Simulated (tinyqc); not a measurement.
Electrons shared among three sets of ellipsoidal valleys: one step. Effective densities of states. Two cases, with inputs chosen for the exercise.

Question. N_i = M_i times N = 2 (m kB T/(4 pi c))^(3/2) with c = hbar^2/2m0, in 1/angstrom^3; times 1e24 for 1/cm^3, with m = (ml mt^2)^(1/3).

Constants: hbar^2/2m0 = 3.80998211 eV angstrom^2; kB = 8.617333262e-05 eV/K.

Give: kT; N_i.

Case 1.

Values chosen (masses and offsets near those of Ge; mobilities are free inputs, held fixed; not measured data):
- ml = (1.641, 0.041, 0.896) m0 (longitudinal masses of L, Gamma, Delta)
- mt = (0.0827, 0.041, 0.2075) m0 (transverse masses)
- M = (4, 1, 6) (valleys in each set)
- T = 400 K

Answer.

kT = 0.034469 eV

N_i (1/cm^3): L 1.6372e+19, Gamma 3.2074e+17, Delta 4.5531e+19

Case 2.

Values chosen (masses and offsets near those of Ge; mobilities are free inputs, held fixed; not measured data):
- ml = (1.587, 0.043, 0.867) m0 (longitudinal masses of L, Gamma, Delta)
- mt = (0.0801, 0.043, 0.2056) m0 (transverse masses)
- M = (4, 1, 6) (valleys in each set)
- T = 400 K

Answer.

kT = 0.034469 eV

N_i (1/cm^3): L 1.5594e+19, Gamma 3.4449e+17, Delta 4.4378e+19

Computed by tinyqc, one run a case: `OMP_NUM_THREADS=1 python tinyqc.py N N+1 out.jsonl` with N = 1652563, 1680036; one thread of a shared Intel(R) Xeon(R) Processor @ 2.30GHz, about 0.01 s a run at most.
